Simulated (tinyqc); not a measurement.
A finite superlattice with mass mismatch, transfer matrices: one step of the calculation.

One electron of energy E comes from the left lead (band edge 0); no transverse momentum. Parabolic bands, masses in units of m0, C = hbar^2/(2 m0); psi and psi'/m are continuous at every interface. N periods of a barrier d1 followed by a well Lw; the right lead equals the left one.

Question. Transmission and reflection. The matrix M carries (psi, psi'/m) across the stack, and v = k/m in each lead. psi = 1 + r at the left edge (incident amplitude 1) and t at the right edge. With det M = 1, a = i vR M11 - M21 and b = -vL vR M12 - i vL M22: t = 2 i vL/(a - b), r = -(a + b)/(a - b), T(E) = (vR/vL) |t|^2, R(E) = |r|^2.

M^N:
```
	1	2
1	13.648959	1.5306601
2	81.212625	9.1808411
```

vL = 29.938765 1/nm
vR = 29.938765 1/nm

Give: t; r; T(E); R(E).

Answer.

t = 0.019185+0.036230i
r = 0.83642-0.54655i
T(E) = 0.0016807
R(E) = 0.99832

T(E) + R(E) = 1: the current is conserved.

Range of the model: Masses are held fixed, although real bands cease to be parabolic a few tenths of an eV from their edges (inside a barrier too).

Computed by the program tinyqc: `OMP_NUM_THREADS=1 python tinyqc.py 2560115 2560116 out.jsonl`, one thread of a shared Intel Xeon 2.30GHz, about 0.02 s for the whole run.
